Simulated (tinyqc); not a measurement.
Two electrons on one impurity (helium-like model): sweeps and comparisons. A value that a table varies takes the place of the one given here.

Units Ha* = 2 Ry m/eps^2 and a* = a0 eps/m. One electron is bound by Z^2/2. Two electrons in the singlet built from exp(-a r) and exp(-b r): S = 8 (ab)^(3/2)/(a + b)^3, h_aa = a^2/2 - Z a, h_bb alike, h_ab = S (ab/2 - Z (a + b)/2), J = ab (a^2 + 3ab + b^2)/(a + b)^3, K = 20 (ab)^3/(a + b)^5, E = (h_aa + h_bb + 2 S h_ab + J + K)/(1 + S^2). For a = b this is a^2 - 2 Z a + 5a/8. Real double donors are deeper, since the central cell is left out.

Constants: e^2/(4 pi eps0) = 14.39964547 eV angstrom.

Parameters, chosen for this exercise (near those of impurities in Si; shifted at random, so the results belong to these values and not to a real crystal):
- m = 0.31 m0 (one mean mass)
- eps = 11.7 (dielectric constant)
- Zs = (0.98, 1.04, 1.3, 1.6, 2.06, 2.7, 3.57) (charges)
- a_lat = 5.431 angstrom (lattice constant)
- Eg = 1.165 eV (gap)
- ED = 48 meV (donor binding)
- EA = 47.2 meV (acceptor binding)
- W0 = 16 x 1e7/s (rate at zero distance)
- kind = same (sublattices of donor and acceptor)
- shells = (48, 53, 71, 82, 317, 456, 508) (shell numbers)

## Effective charge

Ha* = 61.6227 meV

Binding of the first electron, of the second (-E - Z^2/2) with equal and with unequal orbitals, and U, the first less the second (unequal).

Results (meV):
```
Z,first,"second, equal","second, unequal",a/b,U,U/(Z Ha*)
0.98,29.6,-2.13,0.44,3.92,29.2,0.483
1.04,33.3,-0.71,1.68,3.32,31.6,0.494
1.30,52.1,8.02,10.04,2.43,42.0,0.525
1.60,78.9,23.27,25.11,2.07,53.8,0.545
2.06,130.8,57.43,59.14,1.81,71.6,0.564
2.70,224.6,126.64,128.28,1.64,96.3,0.579
3.57,392.7,261.21,262.79,1.51,129.9,0.590
```

What does this show, and why?

Equal orbitals bind a second electron only above Z = (5/16)/(1 - 1/sqrt2) = 1.067; unequal ones do so in 7 of the 7 rows. Their gain is 2.57 meV in the first row and 1.58 in the last, while the second binding grows to 263 meV, so the gain decides the matter only near Z = 1. U grows almost linearly with Z: U/(Z Ha*) goes from 0.483 to 0.590, towards 5/8, while the first binding grows as Z^2. Angular correlation is left out: at Z = 1 this function binds the second electron by 0.0133 Ha*, half the exact 0.0278.

## Pair lines (donor-acceptor pair recombination)

h nu = Eg - ED - EA + q/(eps R), q = e^2/(4 pi eps0); shell j lies at R = a_lat sqrt(j/2) for the same sublattice and a_lat sqrt(j/2 - 5/16) for opposite ones (on the same sublattice shells 14, 30, 46, 56, 62, ... are empty, where 2j has the form 4^a (8b + 7)); rate W = W0 exp(-2R/aD) with the donor radius aD = q/(2 eps ED). Polarisation and overlap terms, which matter for close pairs, are left out.

Energy, rate and lifetime for each shell.

Lines:
```
shell,R (angstrom),Coulomb (meV),h nu (eV),step to the next shell (meV),1/W (microsecond)
48,26.61,46.3,1.1161,0.47,0.397
53,27.96,44.0,1.1138,0.41,0.490
71,32.36,38.0,1.1078,0.27,0.973
82,34.78,35.4,1.1052,0.21,1.42
317,68.37,18.0,1.0878,0.057,268
456,82.01,15.0,1.0848,0.016,2.25e+03
508,86.56,14.2,1.0840,0.014,4.57e+03
```

limit for distant pairs = 1.0698 eV
aD = 12.8 angstrom

What can be read from the table?

The lines crowd together, on average as R^-3: the step falls from 0.47 to 0.014 meV, so distant pairs merge into a band. Close pairs emit higher and 1.15e+04 times faster over this table, so the band shifts to lower energy with delay and to higher energy with stronger pumping. All these lines lie below Eg, and R/aD runs from 2.1 up.

(tinyqc, `OMP_NUM_THREADS=1 python tinyqc.py 1282717 1282718 out.jsonl`, Intel(R) Xeon(R) Processor @ 2.30GHz, 1 thread, shared host, about 0.06 s.)
